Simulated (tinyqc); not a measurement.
Gap voltage and exponent from three temperatures.

Problem. At constant current VBE(T) = Vg0 - a T - eta (kB T/q) ln T, where a is a constant. Find Vg0, eta and dVBE/dT at the middle temperature.

Constants: q = 1.602176634e-19 C, kB = 1.380649e-23 J/K. Results are converted to the units shown.

T (K): [233, 253, 330]
VBE at a constant current (V): [0.7735324977, 0.7337477892, 0.5766497546]

Solution. The relation is linear in Vg0, a and eta, so three points give a linear system; the slope is (VBE - Vg0 - eta kB T/q)/T. eta rests on the curvature of VBE(T) alone, so real fits need accuracy of some tens of microvolts or better.

Vg0 = 1.168 V
eta = 3.300
dVBE/dT = -2.001 mV/K

Numbers from tinyqc (`OMP_NUM_THREADS=1 python tinyqc.py 2062105 2062106 out.jsonl`; about 0.03 s on one thread of a shared Intel Xeon 2.30GHz).
